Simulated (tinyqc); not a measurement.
Inside a calculation. Method: UKS/BLYP in the sto-3g basis, for H4, spin multiplicity 3. This run ends on a higher stationary point, not on the lowest solution. Computed by tinyqc, a small Python program that keeps every step (integrals from PySCF). Settings: charge = 0, multiplicity = 3, basis = sto-3g, energy threshold = 1e-09, iteration cap = 83, orthogonalisation = symmetric, start = core, DIIS depth = 0, method = UKS, functional = blyp, grid = [30, 14]. Command: `OMP_NUM_THREADS=1 python tinyqc.py 31133 31134 out.jsonl` (the two numbers bound the seeds that draw the settings). One thread of a shared host (Intel(R) Xeon(R) Processor @ 2.60GHz), about 2 s of CPU time with the checks.

Geometry (angstrom):
```
atom         x         y         z
H     0.000000  0.000000  0.000000
H     0.000000  0.000000  1.273000
H     0.000000  2.369000  0.000000
H     0.000000  2.369000  1.273000
```

Stop when the energy changes by less than 1e-09 hartree and every element of the error matrix X^T (F D S - S D F) X (for each spin) is below 9e-06.

Course of the cycle:
```
iteration  E (hartree)     change  largest element of the error matrix
1          -1.89118016          -                             4.35e-15
2          -1.89118016  -4.44e-16                             4.86e-14
```

Can the last value be used, and what does the course show?

No, though the log alone does not show it. Converged in 2 iterations. But the solution lies 0.01206 hartree above the reference: it is another stationary point, not the lowest one. Reruns (cap 100 unless said): DIIS 8: converged in 2 to a higher stationary point; damping 0.5: converged in 2 to a higher stationary point; level shift 0.5: converged in 2 to a higher stationary point; atomic densities as start, DIIS 8: converged in 3 to a higher stationary point. PySCF UKS in the same basis, fine grid, after a stability check = -1.90323551 hartree, which differs from a converged run on this coarse grid by the grid error.
